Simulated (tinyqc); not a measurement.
Inside a calculation: delta-doped layer in the Thomas-Fermi potential. Values are carried at full precision from step to step, so a last printed digit may differ when a step is redone from the rounded ones.

All donors ionised in the plane z = 0, zero temperature, energies from the Fermi level EF of the Thomas-Fermi model, which lies at the bulk band edge; c = hbar^2/2m0, q = e^2/(4 pi eps0). Layer in a (001) plane: two valleys with m_z = ml, m_d = mt (unprimed) and four with m_z = mt, m_d = sqrt(ml mt) (primed); m3 = (ml mt^2)^(1/3), gv = 6. With n = (gv/3 pi^2)(m3 (-V)/c)^(3/2) and V'' = -(4 pi q/eps) n for z > 0, the solution is V = -b/(|z| + z0)^4 with sqrt(b) = 20/K, K = (4 pi q/eps)(gv/3 pi^2)(m3/c)^(3/2), and z0^5 = 4b/(e F0), e F0 = 2 pi q N/eps; 1e13/cm^2 = 1e-3/angstrom^2. Exchange and correlation are left out.

Constants: hbar^2/2m0 = 3.80998211 eV angstrom^2; e^2/(4 pi eps0) = 14.39964547 eV angstrom.

Inputs chosen for the exercise (near those of a delta-doped layer in Si; the results hold for these values, not for the real material):
- ml = 0.927 m0 (longitudinal mass)
- mt = 0.19 m0 (transverse mass)
- eps = 11.6 (dielectric constant)
- N = 18 x 1e13/cm^2 (donor sheet density)

## The Thomas-Fermi well

Give K, b, e F0, z0 and the depth b/z0^4.

K = 0.077758 eV^(-1/2) angstrom^-2
b = 66157 eV angstrom^4
e F0 = 0.14039 eV/angstrom
z0 = 17.99 angstrom
depth = 0.6315 eV

Half of the electrons lie within |z| < (2^(1/5) - 1) z0 = 2.7 angstrom. The mean donor spacing in the plane is 7.5 angstrom, against a Bohr radius 0.529177 eps/m3 = 19.0 angstrom: the orbits overlap many donors, so a smeared sheet is a fair model in the plane. Across the plane the Thomas-Fermi density is more peaked than that of the quantised subbands, the more so the fewer are filled.

## Profile

V = -b/(|z| + z0)^4, n and the share of electrons beyond |z|, (z0/(|z| + z0))^5, at z = 0, 0.1, 0.25, 0.5, 1 and 2 times z0; n = (eps/(4 pi q)) 20 b/(|z| + z0)^6, q = e^2/(4 pi eps0), 1/angstrom^3 = 1e24/cm^3.

Profile:
```
z (angstrom)   V (eV)  n (1e19/cm^3)  share beyond
0.0           -0.6315            250         1.000
1.8           -0.4313            141         0.621
4.5           -0.2586           65.6         0.328
9.0           -0.1247           22.0         0.132
18.0          -0.0395           3.91         0.031
36.0          -0.0078          0.343         0.004
```

## Subbands

Subbands solve -(c/m_z) psi'' + V psi = E psi on 1280 points of spacing z0/80; up to ten levels for each group, kept if bound with an rms width below 2.5 z0.

List the bound levels with their rms width.

Subbands:
```
label  valleys g  m_d (m0)   E (eV)  rms z (angstrom)
0              2    0.1900  -0.3087               3.9
0'             4    0.4197  -0.1864               8.9
1              2    0.1900  -0.0624              12.1
2              2    0.1900  -0.0129              26.8
```

The lowest level lies 51 % of the way up the well, and 0' follows 122 meV higher.

## Filling the subbands

At zero temperature n_i = g m_d (mu - E_i)/(2 pi c) for E_i < mu, c = hbar^2/2m0; find mu from sum n_i = N (1e13/cm^2 = 1e-3/angstrom^2).

mu = -0.0099 eV

n_i in the order of the list (1e13/cm^2): [4.742, 12.378, 0.833, 0.046]

4 subbands filled in part, the lowest with 26 % of the electrons. The potential was built for a Fermi level at 0; filling its quantised levels puts mu 1.6 % of the depth below that, which shows how nearly the two pictures agree. The fullest is 0', with 69 %.

## Estimate from a V-shaped well

Near z = 0 the well is -depth + e F0 |z|, whose levels are a (c (e F0)^2/m_z)^(1/3) with a = 1.018793 (even) and 2.338107 (odd); c = hbar^2/2m0, m_z = ml, for the unprimed levels.

levels 0 and 1 (eV): [-0.1906, 0.3802]

Level 0 comes out 118 meV too high, since screening flattens the true well away from the plane, and level 1 lands above the rim at 0.

## Checks

- Integral of the Thomas-Fermi density against N, 1e13/cm^2: both 18.00.
- Lowest level on a finer grid (z0/200), eV: both -0.309.

Run: tinyqc, `OMP_NUM_THREADS=1 python tinyqc.py 1281851 1281852 out.jsonl`; Intel(R) Xeon(R) Processor @ 2.30GHz, one thread, shared host; about 0.3 s of CPU time with all checks.
